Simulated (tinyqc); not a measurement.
Stress in a transistor channel from embedded alloy regions, liners and fins, by half-space elasticity: one step, computed by the program tinyqc. Command: `OMP_NUM_THREADS=1 python tinyqc.py 3022349 3022350 out.jsonl stressor walk`. One thread of a shared host (Intel(R) Xeon(R) Processor @ 2.30GHz), about 0.01 s of CPU time with the checks.

Plane strain in an isotropic half-space, the same constants everywhere; x along the channel from its centre, y downwards from the free surface; stress is positive in tension.

Task: Relaxation at the ends of a cut stripe. Shear-lag estimate for a stripe of length l and height h on a like substrate: the stress along it is s(x)/s_film = 1 - cosh(x/lam)/cosh(l/(2 lam)), lam = (pi/2) g h with g = 1.258; mean = 1 - (2 lam/l) tanh(l/(2 lam)).

Inputs (values chosen for the exercise, modelled on silicon): length of a cut fin or stripe = 240 nm; height of the strained layer h = 38 nm.

Give: transfer length lam; share kept at the centre; share kept on average.

Result:

transfer length lam = 75.090 nm

share kept at the centre = 0.61133

share kept on average = 0.42344

The ends reach the centre.
